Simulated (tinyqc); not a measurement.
From results back to parameters: two-dimensional electron gas with Rashba and Dresselhaus coupling. Three cases, with inputs chosen for the exercise.

Problem. For pure Rashba coupling above the band crossing, k_outer - k_inner = al m/c with c = hbar^2/2m0, and each branch holds k^2/(4 pi) electrons per area. Beating of Shubnikov-de Haas oscillations gives the two densities; those below come from a hidden al (1e11/cm^2 = 1e-5/angstrom^2).

Constants: hbar^2/2m0 = 3.80998211 eV angstrom^2.

Find: k_outer, k_inner; al.

Method. k = sqrt(4 pi n) for each branch, and al = c (k_outer - k_inner)/m.

Case 1.

Values chosen (out of a larger set: of the size met in InAs; not measured data): m = 0.0245 m0 (mass).

densities (1e11/cm^2): outer 2.870841, inner 2.129159

Solution.

k_outer, k_inner (1/angstrom): 0.01899  0.01636

al = 0.410 eV angstrom

Case 2.

Values chosen (out of a larger set: of the size met in GaN; not measured data): m = 0.2277 m0 (mass).

densities (1e11/cm^2): outer 6.057459, inner 5.942541

Solution.

k_outer, k_inner (1/angstrom): 0.02759  0.02733

al = 0.00440 eV angstrom

Case 3.

Values chosen (out of a larger set: of the size met in GaN; not measured data): m = 0.2076 m0 (mass).

densities (1e11/cm^2): outer 1.677471, inner 1.622529

Solution.

k_outer, k_inner (1/angstrom): 0.01452  0.01428

al = 0.00440 eV angstrom

Computed by tinyqc, one run a case: `OMP_NUM_THREADS=1 python tinyqc.py N N+1 out.jsonl` with N = 1481629, 1481684, 1481717; one thread of a shared Intel(R) Xeon(R) Processor @ 2.30GHz, about 0.01 s a run at most.
